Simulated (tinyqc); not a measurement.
What each change does: band folding and unfolding in a supercell of a chain.

A chain with hopping -t and n = 5 sites a supercell. H(K) has v_j on the diagonal, -t between neighbours and -t exp(2 pi i K) on the bond that closes the cell (from the last site to the first of the next cell). The point K holds the n wave vectors k_m = (K + m)/n of the primitive zone, in 2 pi/a, m = 0 to n - 1, with E0 = -2t cos(2 pi k_m). The unfolding weight of a state c on k_m is |sum_j c_j exp(-2 pi i k_m j)|^2/n, j = 0 to n - 1.

Values chosen for the exercise: t = 0.95 eV (hopping); v = (-0.47, 0.47, 0.47, 0.47, 0.47) eV (site energies in the supercell); Kq = 0.22 2 pi/(n a) (wave vector in the small zone).

The two lowest levels at K and the weight of the lowest on k_0.

Results for these values:
```
case  level 1 (eV)  level 2 (eV)  weight
base       -1.6574       -0.7723  0.8978
```

What happens to each result for Kq = 0.39 2 pi/(n a), all else kept?

Answer: level 1 rises from -1.6574 to -1.5646; level 2 falls from -0.7723 to -1.0086; weight falls from 0.8978 to 0.7483.

The same for each parameter in turn:
```
case                                       level 1 (eV)  level 2 (eV)  weight
base                                            -1.6574       -0.7723  0.8978
t = 1.045 eV                                    -1.8285       -0.8802  0.9156
v = (0.47, -0.47, -0.47, -0.47, -0.47) eV       -2.1746       -1.3695  0.9568
Kq = 0.39 2 pi/(n a)                            -1.5646       -1.0086  0.7483
```

Computed by tinyqc, a small Python program: `OMP_NUM_THREADS=1 python tinyqc.py 1481596 1481597 out.jsonl` (the numbers bound the seed that draws the inputs); one thread of a shared host (Intel(R) Xeon(R) Processor @ 2.30GHz), about 0.01 s for the whole set of steps.
